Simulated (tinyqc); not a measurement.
Three-phonon processes in a diatomic chain: dispersion, energy and momentum conservation, and decay channels of optical phonons: one step, computed by the program tinyqc.

Cell length a, two atoms, one spring constant. x = q a/pi runs from -1 to 1; A and O are the acoustic and optical branches. Matrix elements are not computed: only conservation laws and occupation factors are followed.

Task: Dispersion. omega^2 = k (1/m + 1/M) -/+ k sqrt((1/m + 1/M)^2 - 4 sin^2(pi x/2)/(m M)); nu = 15.6333042 THz x sqrt(omega^2) for eV/(angstrom^2 u).

Inputs (values chosen for the exercise, for a model chain): light mass m = 27 u; heavy mass M = 39.4 u; spring constant k = 13 eV/angstrom^2.

Constants: nu for 1 eV/(angstrom^2 u) = 15.6333042 THz.

Give: the table «Branches» with the columns nu_A (THz), nu_O (THz), for x = 0.10, 0.20, 0.35, 0.50, 0.65, 0.80, 0.90, 1.00.

Result:

Branches:
```
x     nu_A (THz)  nu_O (THz)
0.10        1.53       19.86
0.20        3.06       19.68
0.35        5.30       19.20
0.50        7.46       18.47
0.65        9.49       17.51
0.80       11.30       16.40
0.90       12.26       15.69
1.00       12.70       15.34
```
